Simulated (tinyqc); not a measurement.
Capture against depth of the level: configuration-coordinate model of carrier capture at a defect.

Two parabolas of equal curvature k in one coordinate Q: with the carrier free at the band edge, U_f = k Q^2/2; with the carrier trapped, U_t = k (Q - dQ)^2/2 - ET. ER = k dQ^2/2, Huang-Rhys factor S = ER/hw, hw = 0.0646541 sqrt(k/M) eV for k in eV/angstrom^2 and M in u. The curves cross at a height Eb = (ER - ET)^2/(4 ER) above the free minimum.

Multiphonon factor for giving p = ET/hw phonons to the lattice: W = exp(-S (2 nb + 1)) ((nb + 1)/nb)^(p/2) I_p(x), nb = 1/(exp(hw/kT) - 1), x = 2 S sqrt(nb (nb + 1)), I_p the modified Bessel function. Classical limit: W = hw exp(-Eb/kT)/sqrt(4 pi ER kT). At T = 0: exp(-S) S^p/Gamma(p + 1).

Constants: kB = 8.617333262e-05 eV/K.

Inputs chosen for the exercise (out of a larger set: of the size met at a deep level in Si; not measured data):
```
symbol  value  unit  meaning
ER      0.2    eV    relaxation energy
hw      0.041  eV    phonon energy of the mode
T       400    K     temperature
```

ET is varied at fixed ER, hw and T, as by moving the band edge with alloying or pressure.

Against ET:
```
ET/ER  ET (eV)  Eb (eV)  log10 W  log10 W, classical
0.10     0.020   0.0405   -1.329              -1.366
0.25     0.050   0.0281   -1.178              -1.210
0.50     0.100   0.0125   -0.995              -1.014
0.75     0.150   0.0031   -0.897              -0.895
1.00     0.200   0.0000   -0.877              -0.856
1.25     0.250   0.0031   -0.928              -0.895
1.50     0.300   0.0125   -1.046              -1.014
2.00     0.400   0.0500   -1.459              -1.486
3.00     0.600   0.2000   -2.872              -3.376
```

What can be read from this table?

Capture is fastest at ET/ER = 1 among these rows, where the barrier vanishes or nearly so. The classical form is symmetric about ET = ER; the quantum one gives -1.00 at 0.5 and -1.05 at 1.5, against -1.01 for both. At ET = 3 ER it lies 0.5 decades above the classical value: deep levels capture by emitting many phonons, and the rate falls with depth by 7.1 decades per eV between the last two rows. Rows deeper than the gap of the host are formal.

Program tinyqc; command `OMP_NUM_THREADS=1 python tinyqc.py 1451329 1451330 out.jsonl`; about 0.01 s on one thread of a shared Intel(R) Xeon(R) Processor @ 2.30GHz.
